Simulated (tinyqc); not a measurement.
Reverse leakage of an n+-p junction: diffusion, generation, trap-assisted and band-to-band tunnelling: leakage components against the SRH lifetime of both carriers at zero field.

One-sided abrupt junction in the depletion approximation, x from the junction (0) to W on the p side, field F = F0 (1 - x/W). Flat quasi-Fermi levels, long p side. Traps generate through SRH with both lifetimes shortened by 1 + Gamma (Hurkx enhancement, form for moderate fields); band-to-band generation is local and needs a total bending above Eg.

ni = sqrt(Nc Nv) exp(-Eg/(2 Vt)), Eg in volts; Vbi = Vt ln(Na Nd/ni^2); W = sqrt(2 eps0 eps_r (Vbi + VR)/(q Na)); F0 = 2 (Vbi + VR)/W; FG = sqrt(24 mt m0 (kB T)^3)/(q hbar); J_diff = q ni^2 sqrt(Dn/tau)(1 - exp(-VR/Vt))/Na. u = (Vbi + VR)(1 - x/W)^2, p = Na exp(-u/Vt), n = Nd exp((u - Vbi - VR)/Vt); G0 = ni^2 (1 - exp(-VR/Vt))/(tau (n + p + 2 ni cosh(Et/Vt))); Gamma = 2 sqrt(3 pi)(F/FG) exp((F/FG)^2); trap-assisted part G0 Gamma; G_bb = Ab F^2.5 exp(-Bb/F) with F in V/cm, zero unless Vbi + VR > Eg. Currents are q times the integrals over 0 to W; J_bb under 1e-8 of J is printed as 0; rows with F0/FG above 2.2, beyond the range of this Gamma, are left out.

Parameters, values chosen for the exercise; band and dielectric values close to those of silicon: temperature T = 300 K; band gap Eg = 1.1 eV; relative permittivity eps_r = 11.7; conduction-band density of states at T Nc = 2.81e19 cm^-3; valence-band density of states at T Nv = 2.67e19 cm^-3; acceptor density of the lighter side Na = 5e17 cm^-3; donor density of the heavier side Nd = 1e20 cm^-3; trap level above the intrinsic level Et = 0 eV; tunnelling mass mt = 0.26 m0; electron diffusion coefficient on the lighter side Dn = 27 cm^2/s; band-to-band prefactor Ab = 2.4e14 cm^-0.5 V^-2.5 s^-1; band-to-band field constant Bb = 1.94e7 V/cm; reverse bias VR = 2.1 V.

Constants: q = 1.602176634e-19 C, kB = 1.380649e-23 J/K, hbar = 1.054571817e-34 J s, m0 = 9.1093837015e-31 kg, Vt = kB T/q, eps0 = 8.8541878128e-14 F/cm where lengths are in cm. Results are converted to the units shown.

The same in every row: F0 (kV/cm) = 696; F0/FG = 1.85; J_bb (A/cm^2) = 3.37e-9.

Results:

| tau (s) | J_diff (A/cm^2) | J_SRH (A/cm^2) | J_TAT (A/cm^2) | J (A/cm^2) | largest part |
|---|---|---|---|---|---|
| 1e-10 | 4.14e-11 | 6.09e-5 | 0.00282 | 0.00288 | trap-assisted tunnelling |
| 1e-9 | 1.31e-11 | 6.09e-6 | 2.82e-4 | 2.88e-4 | trap-assisted tunnelling |
| 1e-7 | 1.31e-12 | 6.09e-8 | 2.82e-6 | 2.88e-6 | trap-assisted tunnelling |
| 1e-6 | 4.14e-13 | 6.09e-9 | 2.82e-7 | 2.91e-7 | trap-assisted tunnelling |
| 1e-5 | 1.31e-13 | 6.09e-10 | 2.82e-8 | 3.21e-8 | trap-assisted tunnelling |
| 0.0001 | 4.14e-14 | 6.09e-11 | 2.82e-9 | 6.24e-9 | band-to-band tunnelling |

Estimate the missing row, tau = 1e-8 s.

Computed row:

| tau (s) | J_diff (A/cm^2) | J_SRH (A/cm^2) | J_TAT (A/cm^2) | J (A/cm^2) | largest part |
|---|---|---|---|---|---|
| 1e-8 | 4.14e-12 | 6.09e-7 | 2.82e-5 | 2.88e-5 | trap-assisted tunnelling |

With this row back in the table: J falls from 0.00288 to 6.24e-9 A/cm^2. Trap-assisted tunnelling leads at tau = 1e-10, band-to-band tunnelling from 0.0001 on. J_SRH and J_TAT go as 1/tau and J_diff as tau^(-1/2); J_bb does not depend on it.

Range of the model: The n+ side is degenerate, so Vbi from Boltzmann statistics is only a guide.

tinyqc, about 0.01 s, one thread, Intel Xeon 2.30GHz (shared host): `OMP_NUM_THREADS=1 python tinyqc.py 2290095 2290096 out.jsonl`
